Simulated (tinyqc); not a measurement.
# MOS capacitor on a p-type substrate, surface potential from the exact charge relation: effect of the density of interface traps on threshold and swing

Uniform p-type substrate, Boltzmann statistics, full ionisation, classical densities. psi is the surface potential against the body (positive when the bands bend down) and u = psi/Vt. Traps are spread evenly over the gap and neutral at flat band, so their charge is -q Dit psi; the minority quasi-Fermi level is shifted by Vb.

ni = sqrt(Nc Nv) exp(-Eg/(2 Vt)), Eg in volts; phiF = Vt ln(N/ni); Cox = eps0 eox/tox; Vfb = phiM - chi - (Eg - Vt ln(Nv/N)) - q Nf/Cox; VT = Vfb + [(2 phiF + Vb)(1 + q Dit/Cox) + sqrt(2 eps0 eps_r q N (2 phiF + Vb))/Cox]. gamma = sqrt(2 eps0 eps_r q N)/Cox; Wm = sqrt(2 eps0 eps_r (2 phiF + Vb)/(q N)); m = 1 + (eps0 eps_r/Wm + q Dit)/Cox; swing m Vt ln 10; Cmin/Cox = 1/(1 + Cox Wm/(eps0 eps_r)).

Values chosen for this exercise; band and dielectric values close to those of silicon: temperature T = 250 K; band gap Eg = 1.12 eV; relative permittivity eps_r = 11.9; conduction-band density of states at T Nc = 2.14e19 cm^-3; valence-band density of states at T Nv = 2.03e19 cm^-3; electron affinity chi = 3.99 eV; acceptor density of the substrate N = 3e18 cm^-3; relative permittivity of the gate insulator (close to silicon dioxide) eox = 3.9; insulator thickness tox = 5 nm; gate work function phiM = 4.27 eV; fixed charge at the interface, in units of q Nf = 0 cm^-2; reverse bias of the inversion layer against the body Vb = 0 V.

Constants: q = 1.602176634e-19 C, kB = 1.380649e-23 J/K, Vt = kB T/q, eps0 = 8.8541878128e-14 F/cm where lengths are in cm. Results are converted to the units shown.

The same in every row: Vfb (V) = -0.7988; 2 phiF (V) = 1.036; gamma (V^0.5) = 1.457; Wm (nm) = 21.32; Cmin/Cox = 0.4171.

Results:

| Dit (cm^-2 eV^-1) | VT (V) | m | swing (mV/decade) |
|---|---|---|---|
| 0 | 1.721 | 1.716 | 85.11 |
| 1e10 | 1.724 | 1.718 | 85.22 |
| 1e11 | 1.745 | 1.739 | 86.26 |
| 3e11 | 1.793 | 1.785 | 88.56 |
| 1e12 | 1.962 | 1.948 | 96.62 |
| 3e12 | 2.443 | 2.412 | 119.6 |
| 1e13 | 4.126 | 4.036 | 200.2 |

Estimate the missing row, Dit = 3e10 cm^-2 eV^-1.

Computed row:

| Dit (cm^-2 eV^-1) | VT (V) | m | swing (mV/decade) |
|---|---|---|---|
| 3e10 | 1.728 | 1.723 | 85.45 |

With this row back in the table: As Dit goes from 0 to 1e13, VT rises from 1.72 to 4.13 V, the swing rises from 85.1 to 200 mV/decade and Cmin/Cox stays at 0.417. Vfb does not move.

Program tinyqc, `OMP_NUM_THREADS=1 python tinyqc.py 2060036 2060037 out.jsonl`; Intel Xeon 2.30GHz, shared host, one thread, about 0.01 s.
